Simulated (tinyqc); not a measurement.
What each parameter does: metal-induced gap states at the contact of a metal chain and a two-band chain.

The semiconductor alternates sites A at -Eg/2 and C at +Eg/2 with hopping -t; the gap runs from -Eg/2 to Eg/2. In the gap cosh(q a) = 1 + (Eg^2/4 - E^2)/(2 t^2) and the amplitude changes by -exp(-q a) a period. The metal has site energy 0 and hopping -tm; its end site has g_m = (E - i sqrt(4 tm^2 - E^2))/(2 tm^2). Sites 1, 2, ... count into the semiconductor, with energies e1, e2 alternating. The clean half chain has g1 = 1/(E - e1 - t^2 g2), g2 = 1/(E - e2 - t^2 g1), decaying root. With the contact G11 = 1/(1/g1 - tc^2 g_m), and the density on site j is -Im G_jj/pi = |psi_j/psi_1|^2 (-Im G11/pi), per spin, with psi_2/psi_1 = -t g2, psi_3/psi_2 = -t g1.

Constants: e^2/(4 pi eps0) = 14.39964547 eV angstrom.

Inputs chosen for the exercise (gap and optical dielectric constant near those of GaN; the chain itself is a model; not measured data): Eg = 3.37 eV (gap); t = 2.61 eV (hopping in the semiconductor); tm = 2.92 eV (hopping in the metal); tc = 1.98 eV (hopping across the contact); end = C (site that touches the metal); a = 3.19 angstrom (period (two sites); one chain for each area a^2); eps = 5.3 (dielectric constant); E = -0.22 eV (energy from mid-gap).

xi = 1/(2q), summed density, and S = 1/(1 + 4 pi e^2 N xi/eps), N = 2 (summed density)/a^2.

One parameter was then changed.

Results before and after:

| case | xi (angstrom) | summed density (1/eV) | S |
|---|---|---|---|
| base | 2.533 | 0.05603 | 0.5122 |
| changed | 2.533 | 0.06509 | 0.4747 |

Which of these changes was made? (a) tm = 3.212 eV; (b) eps = 5.83; (c) t = 2.871 eV; (d) Eg = 3.707 eV; (e) tc = 2.178 eV; (f) end = A.

Answer: (e) tc = 2.178 eV. Of the candidates, run in turn, only this one gives the changed row.

All candidates:

| case | xi (angstrom) | summed density (1/eV) | S |
|---|---|---|---|
| base | 2.533 | 0.05603 | 0.5122 |
| Eg = 3.707 eV | 2.307 | 0.05002 | 0.5635 |
| t = 2.871 eV | 2.779 | 0.05315 | 0.5022 |
| tm = 3.212 eV | 2.533 | 0.05164 | 0.5325 |
| tc = 2.178 eV | 2.533 | 0.06509 | 0.4747 |
| eps = 5.83 | 2.533 | 0.05603 | 0.5359 |
| end = A | 2.533 | 0.07034 | 0.4554 |

The decay length belongs to the semiconductor alone; the metal and the contact set only the amplitude.

(tinyqc, `OMP_NUM_THREADS=1 python tinyqc.py 1451558 1451559 out.jsonl`, Intel(R) Xeon(R) Processor @ 2.30GHz, 1 thread, shared host, about 0.01 s.)
